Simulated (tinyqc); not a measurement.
From results back to parameters: one-oscillator model of a band gap. Four cases, with inputs chosen for the exercise.

Problem. A gap follows E(T) = E0 - s1 t1/(exp(t1/T) - 1) with the zero-point term ZP = s1 t1/2, which scales as M^(-1/2). The shift of E0 on going from M to M + dM and the limiting slope at high T are given.

Find: sqrt(M/(M + dM)); ZP; t1.

Method. The shift is ZP (1 - sqrt(M/(M + dM))); then t1 = 2 ZP/s1.

Case 1.

Values chosen (out of a larger set: near those of InP; not measured data): M = 72.97 u (mean atomic mass); dM = -2.4 u (change of the mean mass (not bounded by the natural isotopes)).

shift of E0 = -0.759104 meV
limiting slope s1 = 0.366 meV/K

Solution.

sqrt(M/(M + dM)) = 1.016862
ZP = 45.02 meV
t1 = 246 K

Case 2.

Values chosen (out of a larger set: near those of GaN; not measured data): M = 41.84 u (mean atomic mass); dM = 2.24 u (change of the mean mass (not bounded by the natural isotopes)).

shift of E0 = 5.023973 meV
limiting slope s1 = 0.609 meV/K

Solution.

sqrt(M/(M + dM)) = 0.974260
ZP = 195.18 meV
t1 = 641 K

Case 3.

Values chosen (out of a larger set: near those of GaN; not measured data): M = 41.97 u (mean atomic mass); dM = -1.27 u (change of the mean mass (not bounded by the natural isotopes)).

shift of E0 = -2.236361 meV
limiting slope s1 = 0.592 meV/K

Solution.

sqrt(M/(M + dM)) = 1.015482
ZP = 144.45 meV
t1 = 488 K

Case 4.

Values chosen (out of a larger set: near those of SiC; not measured data): M = 20.06 u (mean atomic mass); dM = 1.57 u (change of the mean mass (not bounded by the natural isotopes)).

shift of E0 = 5.531430 meV
limiting slope s1 = 0.502 meV/K

Solution.

sqrt(M/(M + dM)) = 0.963024
ZP = 149.60 meV
t1 = 596 K

Computed by tinyqc, one run a case: `OMP_NUM_THREADS=1 python tinyqc.py N N+1 out.jsonl` with N = 1850104, 1850112, 1850126, 1850128; one thread of a shared Intel(R) Xeon(R) Processor @ 2.30GHz, about 0.01 s a run at most.
